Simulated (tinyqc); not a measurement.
The basis set: RHF and MP2 along a ladder of basis sets, for H6, spin multiplicity 1. Computed by the program tinyqc with PySCF. 

Geometry (angstrom):
```
atom       x       y       z
H     0.0000  0.0000  0.0000
H     0.0000  0.0000  0.7570
H     0.0000  0.0000  1.7700
H     0.0000  0.0000  2.5270
H     0.0000  0.0000  3.5400
H     0.0000  0.0000  4.2970
```

Same geometry throughout; the dipole is taken about the origin.

RHF and frozen-core MP2 in a ladder of bases:
```
basis        functions  E(RHF) (hartree)  E(MP2 corr) (hartree)  HOMO (eV)  LUMO (eV)  dipole (debye)
sto-3g               6         -3.246090              -0.042318   -11.3199    11.2387          0.0000
3-21g               12         -3.284314              -0.056229   -11.9869     5.6216          0.0000
6-31g               12         -3.294494              -0.056467   -12.0777     5.2873          0.0000
6-31g**             30         -3.303893              -0.089753   -12.1057     5.2515          0.0000
cc-pvdz             30         -3.295746              -0.091825   -12.0388     4.6805          0.0000
aug-cc-pvdz         54         -3.296828              -0.096543   -12.0662     1.4994          0.0000
cc-pvtz             84         -3.308565              -0.109555   -12.0971     4.1117          0.0000
```

From cc-pVDZ to cc-pVTZ the RHF energy falls by 12.8 mhartree and the correlation energy by 17.7. If valence correlation converges as X^-3, (27 E(T) - 8 E(D))/19 gives -0.1170 hartree, a rough estimate from such small X that usually falls short; STO-3G holds about 36 % of it. Beyond STO-3G the LUMO moves by 4.1 eV and the HOMO by 0.1 eV; diffuse functions lower the positive LUMO sharply, since an unbound virtual level tracks the most diffuse function.
